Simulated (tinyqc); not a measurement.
## Series resistance and mobility from two gate lengths

Problem. At small Vds the total resistance times width is 2 Rs + L/(mu Q), with the same mu and Q at both lengths. Find mu and Rs.

total resistance at L = 40 and 80 nm (ohm um): [495.98236, 691.96472]
Q = 1.57 uC/cm^2

Solution. The slope against L is 1/(mu Q), and the intercept at L = 0 is 2 Rs.

mu = 130 cm^2/(V s)
Rs = 150 ohm um

Numbers from tinyqc (`OMP_NUM_THREADS=1 python tinyqc.py 2380032 2380033 out.jsonl`; about 0.01 s on one thread of a shared Intel Xeon 2.30GHz).
